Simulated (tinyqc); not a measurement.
# Threshold-voltage variability of a planar MOSFET, analytic estimates: two studies

Three independent sources add in quadrature: random dopants in the depleted layer, metal-gate grains of two orientations, and roughness of the two gate edges acting through the roll-off VT = VT(long) - Vr exp(-L/l). These are first-order estimates: no three-dimensional electrostatics, no percolation.

Parameters, values chosen for the exercise; material values close to those of silicon: temperature T = 300 K; band gap Eg = 1.13 eV; relative permittivity of the semiconductor eps_r = 11.8; conduction-band density of states at T Nc = 2.85e19 cm^-3; valence-band density of states at T Nv = 2.67e19 cm^-3; channel doping Na = 3.6e17 cm^-3; oxide-equivalent thickness in inversion ti = 1.3 nm; gate width W = 110 nm; metal grain size G = 4 nm; work-function difference of the two grain orientations dW = 0.2 eV; share of the orientation of higher work function p = 0.5; rms roughness of one gate edge De = 1.7 nm; correlation length of the roughness La = 10 nm; decay length of the threshold roll-off l = 5.5 nm; prefactor of the roll-off Vr = 2.9 V.

Constants: q = 1.602176634e-19 C, kB = 1.380649e-23 J/K, Vt = kB T/q, eps0 = 8.8541878128e-14 F/cm where lengths are in cm. Results are converted to the units shown.

Each table varies one quantity; the others keep the values above.

## Scaling length and width together

ni = sqrt(Nc Nv) exp(-Eg/(2 Vt)), Eg in volts; Cox = 3.9 eps0/ti; Wd = sqrt(4 eps0 eps_r Vt ln(Na/ni)/(q Na)); dopants: s1 = (q/Cox) sqrt(Na Wd/(3 L W)). Grains: Ng = L W/G^2 (at least 1), s2 = dW sqrt(p (1 - p)/Ng). Edges, with exponential correlation and u = W/La: the mean gate length has sL^2 = 2 De^2 (2/u)[1 - (1 - exp(-u))/u]; s3 = sL (Vr/l) exp(-L/l). s = sqrt(s1^2 + s2^2 + s3^2). l and Vr are held fixed. W = 3.4375 L in every row; l is held fixed.

Scaling length and width together:
```
L (nm)  s1 (mV)  s2 (mV)   s3 (mV)  s (mV)  s sqrt(L W) (mV um)
21        12.84    10.27     13.61   21.35               0.8311
25        10.79    8.630     6.102   15.10               0.7001
31        8.701    6.959     1.864   11.30               0.6493
38        7.098    5.677    0.4760   9.102               0.6412
47        5.739    4.590   0.08399   7.349               0.6404
57        4.732    3.785   0.01245   6.059               0.6404
70        3.853    3.082  0.001062   4.934               0.6404
```

As L goes from 21 to 70 nm, s falls from 21.3 to 4.93 mV. The largest source is the edges in the first row and the dopants in the last. The product s sqrt(L W) falls from 0.831 to 0.640 mV um: s1 and s2 go as 1/sqrt(L W), so the change comes from s3 alone. For L = 21 to 57 nm the depletion depth exceeds L, so source and drain share much of the charge and s1 is rough.

## Effect of the gate length

Same model as above.

l and Vr are held fixed.

Effect of the gate length:
```
L (nm)  s1 (mV)  s2 (mV)   s3 (mV)  s (mV)  s sqrt(L W) (mV um)
19        10.94    8.750     16.29   21.48               0.9821
23        9.942    7.952     7.870   14.97               0.7528
28        9.011    7.207     3.171   11.97               0.6641
34        8.177    6.541     1.065   10.53               0.6437
40        7.539    6.030    0.3578   9.661               0.6408
49        6.811    5.448   0.06966   8.723               0.6404
58        6.261    5.008   0.01356   8.017               0.6404
70        5.699    4.558  0.001530   7.298               0.6404
```

What does the table show?

As L goes from 19 to 70 nm, s falls from 21.5 to 7.30 mV. The largest source is the edges in the first row and the dopants in the last. The product s sqrt(L W) falls from 0.982 to 0.640 mV um: s1 and s2 go as 1/sqrt(L W), so the change comes from s3 alone. For L = 19 to 49 nm the depletion depth exceeds L, so source and drain share much of the charge and s1 is rough.

Numbers from tinyqc (`OMP_NUM_THREADS=1 python tinyqc.py 2090108 2090109 out.jsonl`; about 0.01 s on one thread of a shared Intel Xeon 2.30GHz).
